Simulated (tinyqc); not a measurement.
## Junction parameters from two forward currents

Inverse problem. D(v) = J1 (exp(v/Vt) - 1) + J2 (exp(v/(2 Vt)) - 1). Find J1, J2 and the voltage 2 Vt ln(J2/J1) near which both parts are equal.

Inputs (values chosen for the exercise): temperature T = 300 K.

Constants: q = 1.602176634e-19 C, kB = 1.380649e-23 J/K, Vt = kB T/q. Results are converted to the units shown.

junction voltages (V): [0.31, 0.68]
currents (uA/um): [3.4515366e-6, 0.21109358]

Answer. The current is linear in J1 and J2, so two points give two equations.

J1 = 7.80e-13 uA/um
J2 = 8.30e-9 uA/um
crossover = 0.479 V

Program tinyqc, `OMP_NUM_THREADS=1 python tinyqc.py 2182075 2182076 out.jsonl`; Intel Xeon 2.30GHz, shared host, one thread, about 0.2 s.
